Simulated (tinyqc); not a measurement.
Metal-interlayer-semiconductor contact, depinning against tunnelling resistance: two steps of the calculation.

Zero bias, n-type semiconductor. Gap states at the semiconductor surface thin out as exp(-be ti), which unpins the barrier; electrons must then cross the interlayer (a rectangular barrier, no voltage drop across it) and the parabolic depleted layer, both by WKB. Energies E are counted from the Fermi level; no image force, parabolic bands.

Values chosen for this exercise; semiconductor values close to those of gallium arsenide; interlayer mass of the order of that in zinc oxide, offset chosen freely:
- T = 300 K (temperature)
- Eg = 1.47 eV (band gap)
- eps_r = 12.8 (relative permittivity)
- chi = 3.97 eV (electron affinity)
- Nc = 4.4e17 cm^-3 (conduction-band density of states at T)
- mt = 0.0695 m0 (tunnelling mass in the semiconductor)
- mA = 0.0694 m0 (Richardson mass)
- Nd = 1.3e19 cm^-3 (donor density)
- E0 = 0.49 eV (charge-neutrality level above the valence band)
- S0 = 0.1 (pinning factor without interlayer)
- phiM = 4.48 eV (metal work function)
- ti = 0.5 nm (interlayer thickness)
- dE = 0.1 eV (conduction-band offset of the interlayer above the semiconductor)
- mi = 0.29 m0 (tunnelling mass in the interlayer)
- be = 4.8 1/nm (decay constant of gap states through the interlayer)

Constants: q = 1.602176634e-19 C, kB = 1.380649e-23 J/K, eps0 = 8.8541878128e-12 F/m, hbar = 1.054571817e-34 J s, h = 6.62607015e-34 J s, m0 = 9.1093837015e-31 kg, Vt = kB T/q, hbar^2/(2 m0) = 0.0380998212 eV nm^2. Results are converted to the units shown.

Question 1. Pinning, barrier and scales. S = 1/(1 + (1/S0 - 1) exp(-be ti)); phiB = S (phiM - chi) + (1 - S)(Eg - E0); xi = Ec - EF deep inside, from Nd = Nc F(-xi/Vt), F(x) = (2/sqrt(pi)) int_0^infinity sqrt(u) du/(1 + exp(u - x)); band bending U = phiB - xi; E00 = (hbar/2) sqrt(Nd/(eps0 eps_r mt m0)) in volts; A = 4 pi q mA m0 kB^2/h^3.

Wanted: S; phiB; xi; U; E00; A.

Answer 1.

S = 0.5505
phiB = 0.7213 eV
xi = -0.2968 eV
U = 1.018 eV
E00 = 0.07097 eV
A = 8.340 A/(cm^2 K^2)

Question 2. Exponents and integrand on an energy grid. With U = phiB - xi: for xi < E < phiB, y = (E - xi)/U and G1 = (U/E00) [sqrt(1 - y) - y ln((1 + sqrt(1 - y))/sqrt(y))], G1 = 0 above phiB; G2 = 2 ti sqrt(mi max(phiB + dE - E, 0)/C), C = hbar^2/(2 m0); f = 1/(1 + exp(E/Vt)); integrand exp(-G1 - G2) f.

E, point 0 to 12 (eV): [-0.29, -0.225, -0.16, -0.095, -0.03, 0.035, 0.1, 0.165, 0.23, 0.295, 0.36, 0.425, 0.49]
phiB = 0.72125519 eV
xi = -0.29684496 eV
E00 = 0.070974377 eV

Find: G1; G2; f; integrand.

Answer 2.

```
point      G1      G2          f  integrand (1e-5)
0      13.988  2.9083    0.99999            0.0046
1      11.804  2.8220    0.99983            0.0445
2      10.143  2.7329    0.99795            0.2554
3       8.725  2.6409    0.97527            1.1301
4       7.474  2.5455    0.76141            3.3909
5       6.354  2.4464    0.20524            3.0930
6       5.344  2.3431   0.020469            0.9392
7       4.430  2.2350  0.0016881            0.2152
8       3.604  2.1214  1.3681e-4            0.0446
9       2.859  2.0014  1.1072e-5            0.0086
10      2.192  1.8737  8.9591e-7            0.0015
11      1.602  1.7367  7.2496e-8            0.0003
12      1.088  1.5879  5.8663e-9            0.0000
```

Program tinyqc, `OMP_NUM_THREADS=1 python tinyqc.py 2270118 2270119 out.jsonl`; Intel Xeon 2.30GHz, shared host, one thread, about 0.03 s.
